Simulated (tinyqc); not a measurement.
Comparisons within one model: cyclotron resonance of ellipsoidal valleys, Ge type. A value that a table varies takes the place of the one given here.

Valleys along [111], [-111], [1-11], [11-1], mass ml along the axis and mt across it. B lies in the (1-10) plane, b = (sin(theta)/sqrt2, sin(theta)/sqrt2, cos(theta)). For the angle phi between B and the axis, 1/mc^2 = cos^2(phi)/mt^2 + sin^2(phi)/(mt ml). Resonance: h nu = 2 muB B/mc, h = 2 pi hbar.

Constants: hbar = 6.58211957e-16 eV s; muB = 5.788381798e-05 eV/T.

Values chosen for the exercise (near those of Ge; the results hold for these values, not for the real material): ml = 1.589 m0 (longitudinal mass); mt = 0.086 m0 (transverse mass); ths = (0, 10, 25, 35, 55, 70, 90) degrees (angles); g1 = 13.4 (Luttinger gamma1); g2 = 4.24 (gamma2); g3 = 5.68 (gamma3); theta = 74 degrees (angle of B from [001] towards [110]); nu = 70 GHz (microwave frequency).

## Rotating the field

mc against theta; [-111] and [1-11] stay equal in this plane.

Cyclotron masses (m0):
```
theta (degrees),[111],[-111],[11-1]
0,0.1415,0.1415,0.1415
10,0.1180,0.1434,0.1807
25,0.0982,0.1537,0.2965
35,0.0911,0.1668,0.3696
55,0.0860,0.2165,0.2137
70,0.0890,0.2851,0.1431
90,0.1039,0.3697,0.1039
```

All valleys give one line at theta = 0, B along [001], with mc = 0.1415. The [111] valley reaches mt at 54.7 degrees, and [11-1] reaches its largest value sqrt(ml mt) = 0.3697 at 35.3 degrees, where B is perpendicular to it; the listed maximum of that branch is 0.3696. The pair [-111], [1-11] reaches the same value at 90 degrees.

## Heavy and light holes (cyclotron masses of warped hole bands)

E = c k^2 f(n) with f = g1 -/+ 2 sqrt(g2^2 + 3 (g3^2 - g2^2)(nx^2 ny^2 + ny^2 nz^2 + nz^2 nx^2)). For the orbit through k = 0 perpendicular to b = (sin(theta)/sqrt2, sin(theta)/sqrt2, cos(theta)), mc is the mean of 1/f over the directions n in that plane (180 evenly spaced angles). Quantum effects of the lowest levels are left out.

Cyclotron masses (m0):
```
theta (degrees),heavy,light
0,0.2774,0.0435
10,0.2847,0.0433
25,0.3195,0.0425
35,0.3484,0.0420
55,0.3721,0.0415
70,0.3682,0.0417
90,0.3651,0.0421
```

The heavy mass varies by 34 % over the table, with its largest listed value at 55 degrees ([111] lies at 54.7) and its smallest at 0; the light mass varies by 4.8 %. The warping term enters both with the same size, but it is set against a small inverse mass in one and a large one in the other (along [111], g1 - 2 g3 = 2.04 and g1 + 2 g3 = 24.76).

## What each parameter does

Resonance fields B = h nu mc/(2 muB) of the valleys [111], [-111] and [11-1]. Each row changes one parameter from the base and keeps the others.

Results:
```
case,[111] (T),[-111] (T),[11-1] (T)
base,0.2271,0.7697,0.3301
ml = 1.827 m0,0.2272,0.8059,0.3318
mt = 0.077 m0,0.2034,0.7148,0.2968
theta = 78 degrees,0.2329,0.8262,0.3073
nu = 77 GHz,0.2498,0.8466,0.3631
```

The largest shifts from the base row, up to three for each result and ties (the steps differ in size, so this ranks the rows, not the parameters). [111] (T): mt -0.0237, nu +0.0227, theta +0.0059. [-111] (T): nu +0.0770, theta +0.0566, mt -0.0548. [11-1] (T): mt -0.0333, nu +0.0330, theta -0.0228.

Run: tinyqc, `OMP_NUM_THREADS=1 python tinyqc.py 1281632 1281633 out.jsonl`; Intel(R) Xeon(R) Processor @ 2.30GHz, one thread, shared host; about 0.01 s of CPU time with all checks.
